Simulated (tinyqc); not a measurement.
Worked calculation: carrier statistics of a doped semiconductor with parabolic bands. Values are carried at full precision from step to step, so a last printed digit may differ when a step is redone from the rounded ones.

Constants: kB = 8.617333262e-05 eV/K; hbar^2/2m0 = 3.80998211 eV angstrom^2.

Inputs chosen for the exercise (near those of Ge; the results hold for these values, not for the real material): Eg0 = 0.7498 eV (gap at 0 K); al = 0.000477 eV/K (Varshni alpha); be = 232 K (Varshni beta); T = 350 K; ml = 1.59 m0 (longitudinal electron mass); mt = 0.0828 m0 (transverse electron mass); Mv = 4 (equivalent valleys); mhh = 0.325 m0 (heavy-hole mass); mlh = 0.0426 m0 (light-hole mass); ND = 2.3e+14 1/cm^3 (donors); NA = 2.6e+12 1/cm^3 (acceptors); ED = 0.0119 eV (donor level below Ec); EA = 0.0109 eV (acceptor level above Ev).

## Gap and thermal energy

Eg(T) = Eg0 - al T^2/(T + be) (Varshni).

Eg = 0.64940 eV
kT = 0.030161 eV

The gap has shrunk by 100.4 meV from 0 K and is 21.5 kT wide.

## Effective densities of states

m_de = Mv^(2/3) (ml mt^2)^(1/3); m_dh = (mhh^(3/2) + mlh^(3/2))^(2/3); N = 2 (m kB T/(4 pi c))^(3/2) with c = hbar^2/2m0, in 1/angstrom^3; times 1e24 for 1/cm^3.

m_de = 0.5587 m0
m_dh = 0.3352 m0
Nc = 1.3206e+19 1/cm^3
Nv = 6.1370e+18 1/cm^3

The light holes supply 4.5 % of Nv, and Nc/Nv = 2.15.

## Intrinsic density and level

With Boltzmann statistics ni = sqrt(Nc Nv) exp(-Eg/2kT) and Ei = Eg/2 + (kT/2) ln(Nv/Nc), counted from Ev.

ni = 1.90e+14 1/cm^3
Ei = 0.3131 eV

Ei lies 11.6 meV below midgap, towards the band with the smaller density of states.

## Neutrality by bisection

Energies are counted from Ev, so Ec = Eg. n = Nc F_1/2((EF - Eg)/kT), p = Nv F_1/2(-EF/kT), ND+ = ND/(1 + 2 exp((EF - Eg + ED)/kT)), NA- = NA/(1 + 4 exp((EA - EF)/kT)); neutrality asks p + ND+ = n + NA-. F_j(eta) = (1/Gamma(j + 1)) integral_0^infinity x^j dx/(1 + exp(x - eta)), which tends to exp(eta) for eta << 0.

Start from the bracket [-0.2 eV, Eg + 0.2 eV]; at the midpoint EF take the sign of p + ND+ - n - NA-; where it is positive EF must rise. Fourteen steps are shown.

Bisection (eV, 1/cm^3):

| step | low | high | EF | n | p | ND+ | NA- | sign |
|---|---|---|---|---|---|---|---|---|
| 1 | -0.20000 | 0.84940 | 0.32470 | 2.79e+14 | 1.30e+14 | 2.30e+14 | 2.60e+12 | + |
| 2 | 0.32470 | 0.84940 | 0.58705 | 1.60e+18 | 2.16e+10 | 1.67e+14 | 2.60e+12 | - |
| 3 | 0.32470 | 0.58705 | 0.45588 | 2.16e+16 | 1.67e+12 | 2.29e+14 | 2.60e+12 | - |
| 4 | 0.32470 | 0.45588 | 0.39029 | 2.45e+15 | 1.47e+13 | 2.30e+14 | 2.60e+12 | - |
| 5 | 0.32470 | 0.39029 | 0.35749 | 8.27e+14 | 4.37e+13 | 2.30e+14 | 2.60e+12 | - |
| 6 | 0.32470 | 0.35749 | 0.34110 | 4.80e+14 | 7.52e+13 | 2.30e+14 | 2.60e+12 | - |
| 7 | 0.32470 | 0.34110 | 0.33290 | 3.66e+14 | 9.87e+13 | 2.30e+14 | 2.60e+12 | - |
| 8 | 0.32470 | 0.33290 | 0.32880 | 3.19e+14 | 1.13e+14 | 2.30e+14 | 2.60e+12 | + |
| 9 | 0.32880 | 0.33290 | 0.33085 | 3.42e+14 | 1.06e+14 | 2.30e+14 | 2.60e+12 | - |
| 10 | 0.32880 | 0.33085 | 0.32982 | 3.30e+14 | 1.09e+14 | 2.30e+14 | 2.60e+12 | + |
| 11 | 0.32982 | 0.33085 | 0.33034 | 3.36e+14 | 1.07e+14 | 2.30e+14 | 2.60e+12 | - |
| 12 | 0.32982 | 0.33034 | 0.33008 | 3.33e+14 | 1.08e+14 | 2.30e+14 | 2.60e+12 | + |
| 13 | 0.33008 | 0.33034 | 0.33021 | 3.35e+14 | 1.08e+14 | 2.30e+14 | 2.60e+12 | + |
| 14 | 0.33021 | 0.33034 | 0.33027 | 3.35e+14 | 1.08e+14 | 2.30e+14 | 2.60e+12 | - |

Each step halves the bracket, which is 0.128 meV wide at the last row.

## The neutral state

Solve the neutrality condition for EF to convergence.

EF = 0.3303 eV
n = 3.35e+14 1/cm^3
p = 1.08e+14 1/cm^3
ND+ = 2.30e+14 1/cm^3
NA- = 2.60e+12 1/cm^3

The material is n-type; 100.0 % of the donors are ionised. EF lies 10.58 kT inside the gap from the conduction edge, so Boltzmann statistics would serve; n p/(Nc Nv exp(-Eg/kT)) = 1.000.

## Checks

- F_1/2(1) by the trapezoid rule against adaptive quadrature: both 1.575641.
- Positive against negative charge at the solution (1/cm^3): both 3.37758e+14.

Run: tinyqc, `OMP_NUM_THREADS=1 python tinyqc.py 1650688 1650689 out.jsonl`; Intel(R) Xeon(R) Processor @ 2.30GHz, one thread, shared host; about 0.01 s of CPU time with all checks.
